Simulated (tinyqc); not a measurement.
From results back to parameters: Franz-Keldysh effect at a direct gap. Four cases, with inputs chosen for the exercise.

Problem. In modulation spectra the extrema of the oscillations lie at E_n = Eg + th (3 pi (n - 1/2)/4)^(2/3) (the phase constant is taken as pi/2 here), with th = (c (e Fd)^2/mr)^(1/3), mr = me mhh/(me + mhh), c = hbar^2/2m0; 1 kV/cm = 1e-5 V/angstrom. Extrema n = 2 and n = 5 are given; Eg and the field are hidden.

Constants: hbar^2/2m0 = 3.80998211 eV angstrom^2.

Find: th; Eg; Fd.

Method. E_n is linear in (3 pi (n - 1/2)/4)^(2/3): the slope is th and the intercept Eg; then e Fd = sqrt(th^3 mr/c).

Case 1.

Values chosen (out of a larger set: near those of InP; not measured data): me = 0.0812 m0 (electron mass); mhh = 0.613 m0 (heavy-hole mass).

E_2 = 1.43346 eV
E_5 = 1.48797 eV

Solution.

th = 21.75 meV
Eg = 1.383 eV
Fd = 44 kV/cm

Case 2.

Values chosen (out of a larger set: near those of GaAs; not measured data): me = 0.0651 m0 (electron mass); mhh = 0.521 m0 (heavy-hole mass).

E_2 = 1.63295 eV
E_5 = 1.81434 eV

Solution.

th = 72.38 meV
Eg = 1.465 eV
Fd = 2.4e+02 kV/cm

Case 3.

Values chosen (out of a larger set: near those of GaAs; not measured data): me = 0.0682 m0 (electron mass); mhh = 0.482 m0 (heavy-hole mass).

E_2 = 1.44646 eV
E_5 = 1.49232 eV

Solution.

th = 18.30 meV
Eg = 1.404 eV
Fd = 31 kV/cm

Case 4.

Values chosen (out of a larger set: near those of InP; not measured data): me = 0.0822 m0 (electron mass); mhh = 0.597 m0 (heavy-hole mass).

E_2 = 1.37524 eV
E_5 = 1.41546 eV

Solution.

th = 16.05 meV
Eg = 1.338 eV
Fd = 28 kV/cm

Computed by tinyqc, one run a case: `OMP_NUM_THREADS=1 python tinyqc.py N N+1 out.jsonl` with N = 1650728, 1650791, 1650860, 1651227; one thread of a shared Intel(R) Xeon(R) Processor @ 2.30GHz, about 0.01 s a run at most.
